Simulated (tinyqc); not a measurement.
# From C11 back to radial spring k2L

Model: Born-von Karman spring model of a cubic crystal with one atom per cell. Computed by tinyqc, a small Python program. Command: `OMP_NUM_THREADS=1 python tinyqc.py 3005435 3005436 out.jsonl springs inv`. One thread of a shared host (Intel(R) Xeon(R) Processor @ 2.30GHz), about 0.1 s of CPU time with the checks.

First neighbours lie at a/2 (1,1,1) (8 of them), second at a (1,0,0) (6), with all permutations and signs; the volume per atom is Omega = a^3/2. Two shells of springs match a real metal only roughly, above all at the zone boundary.

Inputs (values chosen for the exercise, modelled on sodium): lattice constant a = 4.23 angstrom; radial spring k1L = 0.252 eV/angstrom^2; transverse spring k1T = -0.01 eV/angstrom^2; transverse spring k2T = 0.005 eV/angstrom^2.

Lattice: bcc.

Constants: 1 eV/angstrom^3 = 160.2176634 GPa.

Method. [ij,kl] = (1/(2 Omega)) sum_R K_ij R_k R_l; C11 = [xx,xx], C44 = [xx,yy], C12 = 2 [xy,xy] - C44; B = (C11 + 2 C12)/3; Zener ratio A = 2 C44/(C11 - C12). K(R) = kL n n^T + kT (1 - n n^T).

Task: A run gave the result below. Find the radial spring k2L, known to lie between 0.018 and 0.063 eV/angstrom^2.

C11 = 8.29824 GPa

Result:

Each step takes the trial c = (a f_b - b f_a)/(f_b - f_a), f being the result less the target and a, b, c the logarithms of the listed values; c replaces end b, the old b replaces a if the sign of f changed, and otherwise f_a is halved.

Scan of the range:
```
radial spring k2L (eV/angstrom^2)  C11 (GPa)
0.0180                                7.2218
0.0222                                7.5400
0.0273                                7.9263
0.0337                                8.4111
0.0415                                9.0020
0.0511                                9.7292
0.0630                               10.6307
```

False position (Illinois rule, in the logarithm of the input) inside the bracket:
```
step      end a      end b      trial  C11 (GPa)
1     0.0273000  0.0337000  0.0320875    8.28896
2     0.0337000  0.0320875  0.0322072    8.29803
3     0.0337000  0.0322072  0.0322126    8.29844
4     0.0322072  0.0322126  0.0322100    8.29824
5     0.0322126  0.0322100  0.0322100    8.29824
```

C11 rises at every point of a 13-point scan of the range (every second point is shown), so one value fits; it is bracketed by 0.0273 and 0.0337. The scan shows a straight line, so linear interpolation between any two rows gives the answer at once. Answer: radial spring k2L = 0.03221 eV/angstrom^2.
